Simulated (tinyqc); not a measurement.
The solidus: solid solubility of a dopant against its melt (retrograde solidus), clustering and the electrically active fraction. Computed by tinyqc, a small Python program. Command: `OMP_NUM_THREADS=1 python tinyqc.py 3031037 3031038 out.jsonl retro walk`. One thread of a shared host (Intel(R) Xeon(R) Processor @ 2.30GHz), about 0.01 s of CPU time with the checks.

Inputs (values chosen for the exercise, of the order of those of aluminium in silicon for the solubility): melting point of the host T_m = 1687 K; heat of melting of the host H_f = 50.2 kJ/mol; interaction L of the melt = -3.5 kJ/mol; enthalpy of transfer from melt to solid H = 0.608 eV; entropy of transfer S = -1.62 k_B; site density N0 = 5e+22 1/cm^3.

Constants: R = 8.314462618 J/(mol K); k_B = 8.617333262e-05 eV/K; e = 1.602176634e-19 C; N_A = 6.02214076e+23 1/mol.

Method. x_l and x_s are atom fractions of the dopant in melt and solid; the solid is dilute. Liquidus of the host: R T ln(1 - x_l) + L x_l^2 = -H_f (1 - T/T_m). Distribution: k = x_s/x_l = exp[L (1 - x_l)^2/(R T)] exp(S/k_B - H/(k_B T)), the first factor being the activity coefficient in the melt. Solubility = x_s N0; at T_m x_l = 0. The largest x_s N0 between 900 K and T_m. For an ideal melt with constant heats the maximum has x_l = H_f/(H + H_f), H in the same units.

largest solubility = 2.88221e+19 1/cm^3

temperature of the maximum = 1422.87 K

Against temperature:
```
T (K)      x_l          k  solubility (1/cm^3)  over the maximum
1000   0.88137  0.0001697           7.4785e+18           0.25947
1100   0.80967  0.0003197           1.2944e+19           0.44911
1200   0.71942  0.0005382           1.9360e+19           0.67172
1300   0.61112  0.0008282           2.5305e+19           0.87798
1400   0.48472  0.0011832           2.8676e+19           0.99495
1500   0.33895  0.0015863           2.6885e+19           0.93278
1580   0.20629  0.0019239           1.9844e+19           0.68851
1640   0.09537  0.0021718           1.0356e+19           0.35932
1675   0.02516  0.0023086           2.9042e+18           0.10076
```

Between the first rows the Arrhenius energy of the solubility is 0.52 eV, against H = 0.608 eV; it shrinks to zero at 1423 K and turns negative beyond. A crystal saturated at the maximum precipitates dopant-rich liquid on cooling and on heating alike. Below a eutectic or compound temperature another phase would set the limit.

Extremes, crossings and ranges named in words are read from the listed rows.
